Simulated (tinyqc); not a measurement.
## Bandgap voltage reference from two bipolar transistors: effect of the output resistor at T0

Two transistors of area 1 and N carry the same current I. Is(T) = Is (T/T0)^eta exp[(Vg0 q/kB)(1/T0 - 1/T)], VBE1 = Vt ln(I/Is(T)) + I rb, VBE2 = Vt ln(I/(N Is(T))) + I rb/N. The amplifier forces I R1(T) = VBE1 - VBE2 + Vos, with R(T) = R (1 + tc (T - T0)) for both resistors, and the output is Vref = VBE1 + I R2(T). Base currents and the Early effect are neglected.

Vt = kB T/q; I = (Vt ln N + Vos)/(R1(T) - rb (1 - 1/N)). Box coefficient: span of Vref between 233 and 398 K over its average over T and over 165 K. The last column is the R2 that gives zero slope at T0.

Parameters, values chosen for the exercise; values of the order met in silicon bipolar transistors: reference temperature T0 = 300 K; band-gap voltage extrapolated to 0 K Vg0 = 1.185 V; temperature exponent of the saturation current eta = 3.7; saturation current of the unit transistor at T0 Is = 1.8e-17 A; area ratio of the second transistor N = 10; resistor across which the difference of VBE falls, at T0 R1 = 4.8 kohm; temperature coefficient of both resistors tc = 0 ppm/K; offset of the amplifier Vos = -2.1 mV; series resistance of the unit transistor rb = 0 ohm.

Constants: q = 1.602176634e-19 C, kB = 1.380649e-23 J/K. Results are converted to the units shown.

Effect of the output resistor at T0:
```
R2 (kohm)	I at T0 (uA)	Vref at T0 (V)	slope at T0 (uV/K)	box coefficient (ppm/K)	R2 for zero slope (kohm)
40.81	11.96	1.192	-146.7	131.0	44.36
42.14	11.96	1.208	-91.69	83.53	44.36
43.47	11.96	1.224	-36.71	38.66	44.36
44.36	11.96	1.234	0.08479	16.54	44.36
45.25	11.96	1.245	36.88	25.72	44.36
46.58	11.96	1.261	91.85	65.67	44.36
47.91	11.96	1.277	146.8	107.8	44.36
```

As R2 goes from 40.81 to 47.91, Vref rises from 1.192 to 1.277 V and the box coefficient goes from 131 through a minimum of 16.5 (at R2 = 44.36 among the rows listed) to 108 ppm/K. One per cent in R2 moves the slope by 18.3 uV/K.

tinyqc, about 0.02 s, one thread, Intel Xeon 2.30GHz (shared host): `OMP_NUM_THREADS=1 python tinyqc.py 2062172 2062173 out.jsonl`
